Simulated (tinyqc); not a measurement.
Sublattice potential against complex hopping: Haldane model. Computed by the program tinyqc. H_AA = delta - 2 t2 sum cos(k.b + phi), H_BB = -delta - 2 t2 sum cos(k.b - phi), H_AB = -t1 (1 + exp(-i k.a1) + exp(-i k.a2)), b = a1, a2 - a1, -a2, m = 3 sqrt3 t2 sin(phi); the sign of the Chern number follows the orientation k1 then k2.

Honeycomb lattice:
```
parameter     value
t1 (eV)    1.460000
t2 (eV)    0.100000
phi (rad)  2.070000
```

Gaps at the two valleys (eV) and Chern number of the lower band (12 x 12 mesh):
```
delta   gap 2|delta - m|  gap 2|delta + m|  Chern number
-0.821             2.554             0.730             0
-0.593             2.098             0.274             0
-0.274             1.460             0.364            -1
0.000              0.912             0.912            -1
0.182              0.548             1.276            -1
0.342              0.228             1.596            -1
0.570              0.228             2.052             0
0.912              0.912             2.736             0
```

What does the comparison show, and why?

Here |m| = 0.4562 eV. For |delta| < |m| the two valleys have masses of opposite sign and the Chern number is +/-1; one gap closes at |delta| = |m|, and beyond it the band is trivial.
